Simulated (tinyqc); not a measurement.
What each parameter does: hole subbands of a hard-walled well, four-band Luttinger model.

Hole energies are counted downwards from the unstrained band edge, c = hbar^2/2m0. After the usual block transformation one block is H = [[P + Q - Zs, R - i S], [R + i S, P - Q + Zs]] in (heavy, light), with P +/- Q = c [(g1 +/- g2) k^2 + (g1 -/+ 2 g2) kz^2], R = sqrt(3) c gR k^2, S = 2 sqrt(3) c g3 k kz, kz = -i d/dz; axial approximation gR = (g2 + g3)/2. Zs = b (e_par - e_perp) is the shear part of the strain (the hydrostatic part shifts all levels alike and is left out). Basis sqrt(2/L) sin(n pi z/L), n = 1 to N, for each component: kz^2 gives (n pi/L)^2 and the heavy-light block is R delta_nm - 2 sqrt(3) c g3 k D_nm with D_nm = 4 n m/(L (n^2 - m^2)) for n + m odd, 0 otherwise. The other block has the same levels. The split-off band is left out.

Constants: hbar^2/2m0 = 3.80998211 eV angstrom^2.

Values chosen for the exercise (near those of GaAs; shifted at random, so the results belong to these values and not to a real crystal): g1 = 6.99 (Luttinger gamma1); g2 = 2.06 (gamma2); g3 = 2.94 (gamma3); L = 60 angstrom (well width along [001]); Zs = 0 eV (shear strain energy); k = 0.0561 1/angstrom (wave vector in the plane).

N = 20; the three lowest hole energies at the given k and the heavy weight of the lowest.

Results for these values:
```
case  E1 (meV)  E2 (meV)  E3 (meV)  heavy weight
base     63.29    115.38    247.57         0.545
```

What happens to each result for g1 = 7.55, all else kept?

Answer: E1 rises from 63.29 to 79.49; E2 rises from 115.38 to 137.03; E3 rises from 247.57 to 296.88; heavy weight rises from 0.545 to 0.550.

The same for each parameter in turn:
```
case                   E1 (meV)  E2 (meV)  E3 (meV)  heavy weight
base                      63.29    115.38    247.57         0.545
g1 = 7.55                 79.49    137.03    296.88         0.550
g2 = 1.85                 67.20    119.82    269.37         0.539
g3 = 2.7                  71.57    124.45    261.22         0.555
L = 70 angstrom           49.01     94.64    187.40         0.499
Zs = 0.02 eV              59.06    103.61    234.62         0.665
k = 0.0393 1/angstrom     57.82     91.35    214.88         0.763
```

Computed by tinyqc, a small Python program: `OMP_NUM_THREADS=1 python tinyqc.py 1280742 1280743 out.jsonl` (the numbers bound the seed that draws the inputs); one thread of a shared host (Intel(R) Xeon(R) Processor @ 2.30GHz), about 0.1 s for the whole set of steps.
